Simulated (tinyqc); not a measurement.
From image to dissolution rate: chemically amplified photoresist: aerial image, acid generation, bake, development and line width. Computed by tinyqc, a small Python program. Command: `OMP_NUM_THREADS=1 python tinyqc.py 3028093 3028094 out.jsonl resist walk`. One thread of a shared host (Intel(R) Xeon(R) Processor @ 2.30GHz), about 0.02 s of CPU time with the checks.

Lines and spaces of pitch p with a two-beam-like image; x = 0 is the middle of the bright space. The resist is positive and treated as uniform in depth.

Inputs (values chosen for the exercise, for a model resist at 248 nm):

| quantity | value | unit |
|---|---|---|
| pitch p | 280 | nm |
| image contrast c | 0.78 | - |
| mean dose E | 18 | mJ/cm^2 |
| Dill parameter C | 0.042 | cm^2/mJ |
| quencher load q, relative to the acid generator | 0.12 | - |
| acid diffusivity D | 5.9 | nm^2/s |
| bake time t | 45 | s |
| amplification rate k_amp | 0.027 | 1/s |
| threshold protection m_th | 0.51 | - |
| development selectivity n | 12 | - |
| largest rate r_max | 300 | nm/s |
| smallest rate r_min | 0.077 | nm/s |

Method:
- Dose E(x) = E [1 + c cos(2 pi x/p)]; acid h = 1 - exp(-C E(x)).
- Bake: the acid image is blurred by a Gaussian of variance sigma^2 = 2 D t (each Fourier term k of h, taken on 64 points, is multiplied by exp(-4 pi^2 k^2 D t/p^2)).
- The quencher then removes q, h_eff = max(h_blurred - q, 0); protection m = exp(-k_amp t h_eff).
- Mack rate r = r_max (a + 1)(1 - m)^n/(a + (1 - m)^n) + r_min, a = ((n + 1)/(n - 1))(1 - m_th)^n.

Across half a pitch:

| x/p | x (nm) | dose (mJ/cm^2) | blurred acid | protection m | rate (nm/s) |
|---|---|---|---|---|---|
| 0.00 | 0 | 32.040 | 0.71824 | 0.48342 | 1.8451e+02 |
| 0.05 | 14 | 31.353 | 0.71008 | 0.48824 | 1.7642e+02 |
| 0.10 | 28 | 29.359 | 0.68540 | 0.50310 | 1.5016e+02 |
| 0.15 | 42 | 26.253 | 0.64387 | 0.52914 | 1.0332e+02 |
| 0.20 | 56 | 22.339 | 0.58581 | 0.56782 | 4.7464e+01 |
| 0.25 | 70 | 18.000 | 0.51332 | 0.62009 | 1.1597e+01 |
| 0.30 | 84 | 13.661 | 0.43149 | 0.68492 | 1.3405e+00 |
| 0.35 | 98 | 9.747 | 0.34889 | 0.75722 | 1.3257e-01 |
| 0.40 | 112 | 6.641 | 0.27694 | 0.82640 | 7.7993e-02 |
| 0.45 | 126 | 4.647 | 0.22757 | 0.87749 | 7.7015e-02 |
| 0.50 | 140 | 3.960 | 0.20996 | 0.89646 | 7.7002e-02 |

What follows from these numbers?

The dose varies by a factor 8.09 across the pattern and the rate by 2400.

Extremes, crossings and ranges named in words are read from the listed rows.
